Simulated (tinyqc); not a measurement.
Mirror strength against the number of periods: longitudinal sound in a periodic multilayer: transfer matrices, stop bands and folded phonons. Computed by tinyqc, a small Python program. Command: `OMP_NUM_THREADS=1 python tinyqc.py 3022556 3022557 out.jsonl multilayer walk`. One thread of a shared host (Intel(R) Xeon(R) Processor @ 2.30GHz), about 0.01 s of CPU time with the checks.

Layers 1 and 2 repeat with period d = d_1 + d_2; waves travel normal to the layers, without loss. State vector (u, s): displacement u and stress divided by omega. Impedances Z = rho v are in 1e6 kg/(m^2 s).

Inputs (values chosen for the exercise, modelled on silica (layer 1), tungsten (layer 2) and gallium arsenide (substrate)):

| quantity | value | unit |
|---|---|---|
| density rho_1 | 2.21 | g/cm^3 |
| velocity v_1 | 5860 | m/s |
| thickness d_1 | 280 | nm |
| density rho_2 | 19.5 | g/cm^3 |
| velocity v_2 | 5230 | m/s |
| thickness d_2 | 415 | nm |
| substrate density | 5.31 | g/cm^3 |
| substrate velocity | 4700 | m/s |
| frequency f | 2.61 | GHz |

Method:
- Z = rho v; interface reflection r = (Z_2 - Z_1)/(Z_2 + Z_1) (stress amplitude, from 1 into 2); Bragg frequency f_B = 1/[2 (d_1/v_1 + d_2/v_2)]; long-wave velocity v_eff = d/sqrt[(d_1/v_1)^2 + (d_2/v_2)^2 + (Z_1/Z_2 + Z_2/Z_1)(d_1/v_1)(d_2/v_2)].
- A layer maps (u, s) by [[cos p, sin p/Z], [-Z sin p, cos p]], p = 2 pi f d_i/v_i; one period is M = M_2 M_1, and cos(q d) = trace(M)/2.
- For N periods A = M^N. A wave comes from a thick layer of material 1 and leaves into the substrate (Z_s): transmitted power T = 4 Z_1 Z_s/|Z_1 A_22 + Z_s A_11 - i (Z_1 Z_s A_12 - A_21)|^2, reflected power R = 1 - T.

Bragg frequency f_B = 3.93294 GHz

Z_2 = 101.985

Z_1 = 12.9506

Z of the substrate = 24.957

trace(M)/2 = -2.53336

Transmitted power:

| N | T at f_B | T at f_B (dB) | T at f |
|---|---|---|---|
| 1 | 0.13374 | -8.7373 | 0.12461 |
| 2 | 0.0029262 | -25.337 | 0.0053191 |
| 3 | 5.9954e-05 | -42.222 | 2.2515e-04 |
| 4 | 1.2267e-06 | -59.113 | 9.5287e-06 |
| 6 | 5.1350e-10 | -92.895 | 1.7066e-08 |
| 8 | 2.1496e-13 | -126.68 | 3.0565e-11 |
| 12 | 3.7668e-20 | -194.24 | 9.8046e-17 |
| 16 | 6.6008e-27 | -261.80 | 3.1450e-22 |
| 24 | 2.0269e-40 | -396.93 | 3.2361e-33 |

At f_B each further period removes 16.89 dB at large N; 99 % reflection needs N = 2 among these rows. At f, in a stop band, T decays as well. Values below about 1e-6 belong to the ideal stack: roughness and scattering into other modes, left out here, set a floor in a real one.
